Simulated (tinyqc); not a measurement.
Esaki diode in forward bias, two-band WKB: effect of temperature.

Abrupt p-n junction, depletion approximation. Energies E are counted from the conduction-band edge of the neutral n side; its Fermi level lies at dn, that of the p side at dn - V, and the valence-band edge of the neutral p side at Em = dn + dp - V. Tunnelling needs 0 < E < Em. Two-band dispersion with equal masses m: inside the gap kappa = sqrt(m u (1 - u/Eg)/C), u the distance from a band edge, C = hbar^2/(2 m0).

Nc and Nv are given at 300 K and scale as (T/300 K)^1.5; Eg, m and eps_r are held. Nd = Nc F12(dn/Vt), Na = Nv F12(dp/Vt), F12(x) = (2/sqrt(pi)) int_0^infinity sqrt(u)/(1 + exp(u - x)) du; dn = EF - Ec on the n side, dp = Ev - EF on the p side (negative outside the bands); Vbi = Eg + dn + dp. W = sqrt(2 eps0 eps_r (Vbi - V)(1/Na + 1/Nd)/q), mean field F = (Vbi - V)/W, peak field 2 F. In a uniform field F the exponent is S = pi sqrt(m/C) Eg^1.5/(4 F). Transverse energy Et = C kt^2/m raises it to S (1 + 4 Et/Eg), so T = exp(-S) exp(-Et/Eb) with Eb = Eg/(4 S). KJ = (2 q^2/h) m/(4 pi C) (times 1e14 for A/cm^2 per eV^2). J = KJ exp(-S) Eb times the integral from 0 to Em of [f(E - dn) - f(E - dn + V)] [1 - exp(-min(E, Em - E)/Eb)] dE, f(x) = 1/(1 + exp(x/Vt)), with S and Eb from the mean field; J > 0 flows from p to n.

Inputs (values chosen for the exercise); band and dielectric values close to those of germanium:
- Eg = 0.655 eV (band gap)
- eps_r = 15.7 (relative permittivity)
- Nc = 1.04e19 cm^-3 (conduction-band density of states at 300 K)
- Nv = 6.01e18 cm^-3 (valence-band density of states at 300 K)
- m = 0.052 m0 (band-edge mass of the two-band model)
- Na = 2.1e19 cm^-3 (acceptor density)
- Nd = 1.7e19 cm^-3 (donor density)
- V = 0.032 V (bias of the p side)

Constants: q = 1.602176634e-19 C, kB = 1.380649e-23 J/K, hbar = 1.054571817e-34 J s, h = 6.62607015e-34 J s, m0 = 9.1093837015e-31 kg, Vt = kB T/q, eps0 = 8.8541878128e-14 F/cm where lengths are in cm, hbar^2/(2 m0) = 0.0380998212 eV nm^2. Results are converted to the units shown.

Results:
```
T (K)	Vbi (V)	mean field (MV/cm)	S	J (A/cm^2)
50	0.7698	0.6320	7.696	172.8
150	0.7647	0.6298	7.723	124.1
200	0.7598	0.6277	7.749	96.36
300	0.7452	0.6214	7.828	48.70
400	0.7249	0.6125	7.941	16.86
```

Estimate the missing row, T = 100 K.

Computed row:
```
T (K)	Vbi (V)	mean field (MV/cm)	S	J (A/cm^2)
100	0.7680	0.6312	7.706	151.1
```

With this row back in the table: Vbi falls from 0.770 to 0.725 V, S rises from 7.70 to 7.94, and |J| falls from 173 to 16.9 A/cm^2, a spread of a factor 10.2.

Range of the model: The two-band model describes a direct gap; phonon-assisted tunnelling across an indirect gap is left out. Parabolic densities of states, no band tails and no gap narrowing, all of which matter at such doping.

tinyqc, about 0.01 s, one thread, Intel Xeon 2.30GHz (shared host): `OMP_NUM_THREADS=1 python tinyqc.py 2620042 2620043 out.jsonl`
